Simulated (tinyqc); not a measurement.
Inside a calculation. Model: energy and delay of logic against supply voltage.

tinyqc, about 0.01 s, one thread, Intel Xeon 2.30GHz (shared host): `OMP_NUM_THREADS=1 python tinyqc.py 2082133 2082134 out.jsonl` Printed values are rounded.

One expression serves below and above threshold: I(Vg) = Ik [ln(1 + exp((Vg - VT + dd V)/(al nf Vt)))]^al, with I_on = I(V) and I_off = I(0). Gate delay td = kd C V/I_on, clock period LD td. Per gate and cycle the switching energy is act C V^2 and the leakage energy I_off V LD td. No short-circuit current, no variation. Minima are sought above 0.09 V; below a few Vt gates no longer switch and the model has no meaning.

Values chosen for this exercise; values of the order met in logic technologies:
- T = 300 K (temperature)
- VT = 0.39 V (threshold voltage at zero drain bias)
- nf = 1.24 (slope factor)
- dd = 0.04 (barrier lowering per volt of supply)
- Ik = 1.4 uA (specific current of a gate)
- al = 1.87 (exponent of the current law)
- C = 0.49 fF (load capacitance of a gate)
- kd = 1.1 (delay factor)
- LD = 16 (logic depth)
- act = 0.3 (activity factor)
- V = 0.93 V (supply voltage)

Constants: q = 1.602176634e-19 C, kB = 1.380649e-23 J/K, Vt = kB T/q. Results are converted to the units shown.

Range of the model: At a supply of a few Vt gates lose their noise margin, and variation, left out here, decides whether they work.

## Currents, delay and energies

I_on, I_off, td, clock frequency 1/(LD td), both energies and their sum.

I_on = 96.6958 uA
I_off = 0.0231921 nA
td = 5.18399 ps
clock frequency = 12.0563 GHz
switching energy = 127.140 aJ
leakage energy = 0.00178899 aJ
energy = 127.142 aJ

I_on/I_off = 4.17e6; leakage makes up 0.00141 % of the energy.

## Starting value

V = 0.1 V.

V at the start = 0.1 V

## Iteration 1: new V

Minimum-energy supply: E(V) is the energy per gate and cycle; with h = 0.001 V, E' = (E(V + h) - E(V - h))/(2 h), E'' = (E(V - h) - 2 E(V) + E(V + h))/h^2, V(new) = V - E'/E''.

E' = -13.0017 aJ/V
E'' = 5.01746 aJ/V^2
V after iteration 1 = 2.69129 V

## Iteration 2: new V

As before.

E' = 791.251 aJ/V
E'' = 294.014 aJ/V^2
V after iteration 2 = 8.64709e-5 V

## Course of the iteration

Stop when the step is below 1e-9 V, or after 40 iterations.

Course of the iteration:
```
iteration  V before the step (V)   step (V)
1                            0.1       2.59
2                        2.69129      -2.69
3                     8.64709e-5   -7.14e-5
4                     1.50555e-5    2.68e-7
5                     1.53234e-5  -1.25e-10
```

Converged in 5 iterations. There leakage makes up 48.7 % of the energy and the clock runs at 0.463 MHz.
